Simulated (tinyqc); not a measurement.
Domain walls in a thin film with perpendicular anisotropy: Bloch, Neel and chiral walls, motion and stripe domains: one step, computed by the program tinyqc.

One-dimensional wall: polar angle theta(x), azimuth phi of the moment in the wall (phi = 0 Neel, 90 degrees Bloch). mu_0 = 1.25663706212e-6 T m/A, gamma = 1.76085963023e11 rad/(s T).

Problem. Bloch or Neel. sigma(phi) = sigma_0 + 2 Delta K_D cos^2(phi) - pi D cos(phi), with the wall shape anisotropy K_D = N_x mu_0 M_s^2/2, N_x = t ln 2/(pi Delta). The minimum has cos(phi) = D/D_N for D < D_N = 4 Delta K_D/pi and phi = 0 beyond; sigma turns negative at D_c = (sigma_0 + 2 Delta K_D)/pi.

Inputs (values chosen for the exercise, for a model film): saturation magnetisation M_s = 918 kA/m; DMI constant D = 0.099 mJ/m^2; thickness t = 2.9 nm.

width parameter Delta = 3.324502 nm

sigma_0 = 11.30997 mJ/m^2

Give: K_D; D_N; azimuth phi; wall energy sigma; D_c.

Solution.

K_D = 101.9 kJ/m^3

D_N = 0.4314 mJ/m^2

azimuth phi = 76.73 degrees

wall energy sigma = 11.27 mJ/m^2

D_c = 3.816 mJ/m^2

A mixed wall, between Bloch and Neel. D is 0.03 of D_c. Caution: the formula for N_x assumes a film much thinner than the wall width.
